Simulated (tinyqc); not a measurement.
Programming of a floating-gate cell by Fowler-Nordheim tunnelling: one step of the calculation.

Per tunnel area the floating gate has Ctun = 3.9 eps0/tox to the channel (0 V) and Ccg to the control gate, Ct = Ctun/(1 - ag), no other coupling. With the threshold shift U = -Q/Ccg the field is F = ag (Vg - U)/tox, and dU/dt = J/Ccg. Fowler-Nordheim: J = A F^2 exp(-B/F), A = q^2/(16 pi^2 hbar mo phi) (times 1e14 for A/cm^2 with F in V/nm, emitter mass m0), B = (4/3) sqrt(mo/C) phi^1.5, C = hbar^2/(2 m0).

Task. Constants of the cell. A, B, Ccg = ag Ct, the starting field and current, K = A B ag/(Ccg tox), and the knee time t0 = exp(B/F(0))/K.

Values chosen for this exercise; oxide values close to those of silicon dioxide: tunnel barrier phi = 3.09 eV; tunnelling mass mo = 0.45 m0; tunnel oxide thickness tox = 9.7 nm; coupling ratio Ccg/Ct ag = 0.64; tunnel area ar = 1200 nm^2; threshold shift at the start Vt0 = -2.9 V; control-gate voltage Vg = 13.9 V.

Constants: q = 1.602176634e-19 C, hbar = 1.054571817e-34 J s, m0 = 9.1093837015e-31 kg, eps0 = 8.8541878128e-14 F/cm where lengths are in cm, hbar^2/(2 m0) = 0.0380998212 eV nm^2. Results are converted to the units shown.

Wanted: A; B; Ccg; F(0); J(0); K; t0; electrons for 1 V of shift.

Result.

A = 1.1085e8 A cm^-2 (V/nm)^-2
B = 24.890 V/nm
Ccg = 0.63288 uF/cm^2
F(0) = 1.1085 V/nm
J(0) = 0.024117 A/cm^2
K = 2.8765e14 1/s
t0 = 19.634 us
electrons for 1 V of shift = 47.401

Range of the model: Programming fields of 10 MV/cm and more wear the oxide; trapping and the channel potential are ignored.

tinyqc, about 0.02 s, one thread, Intel Xeon 2.30GHz (shared host): `OMP_NUM_THREADS=1 python tinyqc.py 2130126 2130127 out.jsonl`
